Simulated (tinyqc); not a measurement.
Against the Fermi level: single-band model of a thermoelectric material. Computed by tinyqc, a small Python program. Command: `OMP_NUM_THREADS=1 python tinyqc.py 3001419 3001420 out.jsonl thermo walk`. One thread of a shared host (Intel(R) Xeon(R) Processor @ 2.30GHz), about 0.01 s of CPU time with the checks.

One spherical band, one scattering law, no minority carriers and no phonon drag. In a real material minority carriers limit |S| to about E_g/(2 e T), so larger values are formal. eta = E_F/(k_B T) is counted from the band edge; f = 1/(1 + exp(x - eta)).

Inputs (values chosen for the exercise, for a model material):
```
quantity                              value        unit
density-of-states mass m                1.1         m_0
mobility parameter mu_300               410  cm^2/(V s)
temperature exponent p                    1           -
lattice thermal conductivity kappa_L   0.75     W/(m K)
temperature T                           250           K
```

Band: parabolic. Scattering: constant relaxation time, r = 0.

Constants: k_B = 8.617333262e-05 eV/K; e = 1.602176634e-19 C; m_0 = 9.1093837015e-31 kg; k_B = 1.380649e-23 J/K; hbar = 1.054571817e-34 J s.

Method:
- With x = E/(k_B T), a = alpha k_B T (0 for a parabolic band), G = x (1 + a x), D = 1 + 2 a x and <y> = int y f (1 - f) dx, f = 1/(1 + exp(x - eta)): tau = tau_0 G^r/D; transport function s = G^(3/2 + r)/D^2; n = N_0 <G^(3/2)> with N_0 = (2 m k_B T)^(3/2)/(3 pi^2 hbar^3).
- Integrals over x = E/(k_B T) use 160 Gauss-Legendre points in u = sqrt(x) from 0 to sqrt(max(eta, 0) + 32).
- sigma = e mu_0 N_0 <s> with mu_0 = e tau_0/m = mu_300 (T/300 K)^(-p); |S| = (k_B/e)(<x s>/<s> - eta); Lorenz number L = (k_B/e)^2 (<x^2 s>/<s> - (<x s>/<s>)^2); kappa_e = L sigma T; zT = S^2 sigma T/(kappa_L + kappa_e).

The same material at other dopings:
```
eta  n (1/cm^3)  |S| (microvolt/K)  sigma (S/cm)  power factor (microwatt/(cm K^2))      zT
-4   4.0079e+17             560.82    3.1593e+01                               9.94  0.3249
-3   1.0777e+18             475.82    8.4952e+01                              19.23  0.6090
-2   2.8476e+18             392.69    2.2447e+02                              34.61  1.0124
-1   7.2192e+18             314.01    5.6907e+02                              56.11  1.3783
0    1.6851e+19             244.17    1.3283e+03                              79.19  1.4285
1    3.4701e+19             187.59    2.7354e+03                              96.26  1.1479
2    6.2189e+19             145.45    4.9021e+03                             103.71  0.7984
4    1.4341e+20              94.03    1.1304e+04                              99.94  0.3622
6    2.5210e+20              67.13    1.9872e+04                              89.55  0.1859
10   5.3043e+20              41.74    4.1812e+04                              72.85  0.0714
```

What follows from these numbers?

|S| falls and sigma rises with eta, so their product S^2 sigma peaks: among these rows at eta = 2, and zT at eta = 0, where |S| = 244 microvolt/K. zT stays above 90 % of its best row from n = 7.2e18 to 1.7e19 per cm^3.

Extremes, crossings and ranges named in words are read from the listed rows.
